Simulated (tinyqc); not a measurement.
Coherent transport through a tight-binding region between two chains, step by step. Computed by tinyqc, a small Python program that keeps every step. Settings: temperature = 300, mu = 0.22. Command: `OMP_NUM_THREADS=1 python tinyqc.py 25731 25732 out.jsonl` (the two numbers bound the seeds that draw the settings). One thread of a shared host (Intel(R) Xeon(R) Processor @ 2.60GHz), about 0.08 s of CPU time with the checks.

## Transmission at E = 0.73 eV

H of the central region (eV), lower triangle:
```
           1          2          3         4
1   0.000000
2  -1.580000   0.000000
3   0.000000  -1.580000   0.000000
4  -1.580000   0.000000  -1.580000  0.000000
```

Leads: semi-infinite chains with site energy 0:
```
parameter                           value
lead hopping t (eV)              2.810000
coupling to the left lead (eV)   0.340000
coupling to the right lead (eV)  0.890000
left contact site                       1
right contact site                      4
```

E = 0.730000 eV

Surface Green function g = (E - i sqrt(4 t^2 - E^2)) / (2 t^2); self-energy tc^2 g on each contact site; G = (E - H - Sigma)^(-1); Gamma = -2 Im Sigma; T = Gamma_L Gamma_R |G_LR|^2; local density of states -Im G_ii / pi.

g = 0.046225-0.352857i 1/eV

G (1/eV), lower triangle:
```
                     1                    2                   3                   4
1   0.647264-0.025080i
2   0.170278+0.029887i   0.639083-0.149494i
3  -0.725936+0.011271i   0.167361+0.039183i  0.648611-0.029375i
4   0.165123-0.035095i  -0.716408+0.131390i  0.165875-0.025611i  0.639769-0.119557i
```

local density of states (1/eV): 0.007983  0.047585  0.009350  0.038056

transmission = 0.001300

## Transmission across the band

The same steps on a grid of energies.

T(E):
```
E (eV)              T
-5.33900000  0.000038
-4.80510000  0.000213
-4.27120000  0.000864
-3.73730000  0.005238
-3.20340000  0.424051
-2.66950000  0.010001
-2.13560000  0.003393
-1.60170000  0.001999
-1.06780000  0.001479
-0.53390000  0.001205
0.00000000          0
0.53390000   0.001205
1.06780000   0.001479
1.60170000   0.001999
2.13560000   0.003393
2.66950000   0.010001
3.20340000   0.424051
3.73730000   0.005238
4.27120000   0.000864
4.80510000   0.000213
5.33900000   0.000038
```

levels of the isolated region (eV): -3.160000  0.000000  0.000000  3.160000

## Current

I = (2e/h) int T(E) [f(E - mu - V/2) - f(E - mu + V/2)] dE at 300 K with mu = 0.22 eV, the bias not changing H; 2e^2/h = 77.48092 microsiemens; the integral runs over the band on 4001 points.

Current:
```
V (volt)  I (microampere)
0.010000         0.000651
0.050000         0.003249
0.100000         0.006453
0.200000         0.012557
0.400000         0.022985
0.800000         0.046586
```
